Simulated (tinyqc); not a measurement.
Time-dependent dielectric breakdown: cell percolation, Weibull statistics, area scaling and voltage extrapolation: one step, computed by the program tinyqc.

The oxide is divided into columns of area a^2, each holding m = t_ox/a cells (m is taken as continuous). A share lambda(t) = (t/t_1)^alpha of the cells is defective, and a column whose cells are all defective breaks down.

Problem. Projection to use conditions. All three voltage laws share the slope n at the stress voltage. Factor t(V_u)/t(V): E law exp(n (1 - V_u/V)); 1/E law exp(n (V/V_u - 1)); power law (V/V_u)^n. Temperatures in kelvin are T(C) + 273.15. Temperature factor exp[(E_a/k_B)(1/T_u - 1/T)]; area factor (A/A_u)^(1/beta); percentile factor (-ln(1 - F))^(1/beta); life = t63 x all four; 1 year = 3.15576e7 s.

Inputs (values chosen for the exercise, for a model gate oxide): test area A = 0.01 um^2; product area A_u = 4e+06 um^2; stress voltage V = 6.7 V; use voltage V_u = 4 V; local exponent n = -d ln t/d ln V at the stress voltage = 34; activation energy E_a = 0.82 eV; stress temperature T = 175 C; use temperature T_u = 100 C; allowed failure fraction F = 1e-06.

Voltage law used: 1/E.

Weibull slope beta = 1.283333

characteristic life t63 = 4455.603 s

Constants: k_B = 8.617333262e-05 eV/K.

Give: voltage factor; temperature factor; area factor; percentile factor; projected life.

Solution.

voltage factor = 9.270e+09

temperature factor = 71.36

area factor = 1.982e-07

percentile factor = 2.112e-05

projected life = 3.909e-04 years

Area and percentile together cost 11.4 decades, voltage and temperature return 11.8; a ten-year target is missed. Caution: t_1 is an input here; in a real oxide it changes with thickness at fixed voltage. Caution: a voltage factor of more than nine decades rests wholly on the chosen law and cannot be tested.
